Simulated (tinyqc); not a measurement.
Worked calculation: rigid-ion and shell models of the dielectric response of an ionic crystal. Computed by tinyqc, a small Python program that keeps every step. Command: `OMP_NUM_THREADS=1 python tinyqc.py 3020435 3020436 out.jsonl shell walk`. One thread of a shared host (Intel(R) Xeon(R) Processor @ 2.30GHz), about 0.01 s of CPU time with the checks. Intermediate numbers are printed to about 5 digits and carried at full precision; extremes and crossings named in words are read from the listed rows.

Charges +Z and -Z; 4 nearest neighbours, Madelung constant M = 1.638055, volume per ion pair Omega = 3.079201 d^3. Energy per pair U = -M Z^2 e2/d + 4 A exp(-d/rho), e2 = e^2/(4 pi eps_0). In the shell model the anion is a core of charge Y - Z and a massless shell of charge -Y, joined by the spring k; the repulsion acts on the shell. Each ion feels the Lorentz field E + (4 pi/3) P (Gaussian units).

Inputs (values chosen for the exercise, for a model crystal):
```
quantity,value,unit
nearest-neighbour distance d,2.67,angstrom
ionic charge Z,2,e
hardness d/rho,7.67,-
cation mass,173,u
anion mass,14.007,u
shell charge size Y,2.02,e
core-shell spring k,32.8,eV/angstrom^2
cation polarisability alpha_+,0.63,angstrom^3
film thickness t,9.4,nm
```

Structure: zinc blende.

Constants: e^2/(4 pi eps_0) = 14.39964548 eV angstrom; 1 eV/angstrom^3 = 160.2176634 GPa; nu for 1 eV/(angstrom^2 u) = 15.6333042 THz; 1 THz = 33.35640952 1/cm; eps_0 = 8.8541878128e-12 F/m; h x 1 THz = 4.135667696 meV.

## Equilibrium, bulk modulus and repulsive spring

Zero pressure fixes 4 A exp(-d/rho) = M Z^2 e2 rho/d^2. Then U = -(M Z^2 e2/d)(1 - rho/d), B = M Z^2 e2 (d/rho - 2)/(9 Omega d), and the spring of one sublattice against the other is R = (1/3) x (Laplacian of the repulsion summed over neighbours) = M Z^2 e2 (d/rho - 2)/(3 d^3), so R = 3 B Omega/d^2.

volume Omega = 58.610 angstrom^3

lattice energy U = -30.730 eV/pair

bulk modulus B = 60.857 GPa

repulsive spring R = 9.3685 eV/angstrom^2

## Rigid ions

With C = 4 pi Z^2 e2/(3 Omega): mu lambda_TO = R - C, mu lambda_LO = R + 2 C; eps_inf = 1 and eps_s = lambda_LO/lambda_TO. lambda in eV/(angstrom^2 u) gives the wavenumber 15.6333042 x 33.35640952 x sqrt(lambda); mu is the reduced mass.

Coulomb spring C = 4.1165 eV/angstrom^2

omega_TO, rigid ions = 331.99 1/cm

omega_LO, rigid ions = 607.77 1/cm

eps_s, rigid ions = 3.3514

## Shell model: electronic response

Eliminating the shell gives the anion polarisability alpha_- = Y^2 e2/(k + R), the Szigeti charge Z_S = Z - Y R/(k + R) and the softened spring R' = k R/(k + R). With b = 4 pi (alpha_+ + alpha_-)/(3 Omega): eps_inf = (1 + 2b)/(1 - b) (Clausius-Mossotti); Born charge Z* = Z_S (eps_inf + 2)/3.

anion polarisability alpha_- = 1.3934 angstrom^3

Szigeti charge Z_S = 1.5512 e

softened spring R' = 7.2871 eV/angstrom^2

b = 0.14461

eps_inf = 1.5072

Born charge Z* = 1.8135 e

Overlap pushes the shell back and lowers the effective charge to 78 % of Z; the local field then raises the Born charge to 91 % of Z.

## Shell model: lattice response

mu lambda_TO = R' - (4 pi e2/(3 Omega)) Z_S^2/(1 - b); mu lambda_LO = mu lambda_TO + 4 pi e2 Z*^2/(eps_inf Omega); eps_s = eps_inf lambda_LO/lambda_TO.

mu lambda_TO = 4.3921 eV/angstrom^2

omega_TO = 303.60 1/cm

omega_LO = 483.27 1/cm

eps_s = 3.8189

share of R' left after the dipole term = 0.60272

The dipole field cancels 40 % of the short-range spring.

## As a gate dielectric

Capacitance per area eps_0 eps_s/t; equivalent oxide thickness EOT = t x 3.9/eps_s; the surface optical mode against silicon (eps = 11.7) lies at omega_TO sqrt[(eps_s + 11.7)/(eps_inf + 11.7)], and its squared coupling to channel electrons scales as g = hbar omega_SO [1/(11.7 + eps_inf) - 1/(11.7 + eps_s)], with hbar omega = h c x wavenumber.

capacitance per area = 3.5971 fF/micrometre^2

equivalent oxide thickness = 9.5996 nm

surface optical mode = 329.10 1/cm

remote-phonon coupling g = 0.46021 meV

## From rigid to soft shells

The formulas are those given above.

Response against the core-shell spring:
```
k (eV/angstrom^2),eps_inf,Z_S,Z*,omega_TO (1/cm),omega_LO (1/cm),eps_s
26,1.5875,1.4649,1.7518,298.50,462.99,3.8189
33,1.5052,1.5533,1.8149,303.72,483.77,3.8189
43,1.4294,1.6386,1.8732,308.45,504.17,3.8189
59,1.3574,1.7232,1.9285,312.88,524.80,3.8188
85,1.2950,1.7995,1.9764,316.67,543.80,3.8188
130,1.2438,1.8642,2.0157,319.74,560.26,3.8188
260,1.1936,1.9297,2.0543,322.73,577.26,3.8188
980,1.1555,1.9809,2.0835,324.97,590.79,3.8188
```

From the stiffest to the softest shell eps_inf rises from 1.16 to 1.59 and Z_S falls from 1.98 to 1.46; omega_LO moves by -22 % and omega_TO by -8.1 %. Screening by eps_inf cuts the LO frequency, which rigid ions overstate (rigid ions: 608 per cm); eps_s stays at 3.82.

Checks made by the program: TO spring by direct elimination of the shell from the 2 x 2 energy matrix (relative difference below 1e-10); Szigeti's relation mu lambda_TO (eps_s + 2)/(eps_inf + 2) = R' (relative difference below 1e-10).
